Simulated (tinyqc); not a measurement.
Sp3 tight binding, zinc-blende lattice, step by step. One step of it, computed by the program tinyqc.

Problem. Levels at X. Diagonalise the Hermitian matrix.

H(k) at X (eV), lower triangle (Hermitian):
```
                     a s                a px                a py                a pz
a s           -14.420000
a px            0.000000           -7.910000
a py            0.000000            0.000000           -7.910000
a pz            0.000000            0.000000            0.000000           -7.910000
c s             0.000000  0.000000+3.611743i            0.000000            0.000000
c px  0.000000-3.611743i            0.000000            0.000000            0.000000
c py            0.000000            0.000000            0.000000  0.000000-6.075702i
c pz            0.000000            0.000000  0.000000-6.075702i            0.000000

             c s       c px       c py       c pz
c s   -14.420000
c px    0.000000  -7.910000
c py    0.000000   0.000000  -7.910000
c pz    0.000000   0.000000   0.000000  -7.910000
```

Give: eigenvalues.

Solution.

eigenvalues (eV): -16.0271  -16.0271  -13.9857  -13.9857  -6.3029  -6.3029  -1.8343  -1.8343
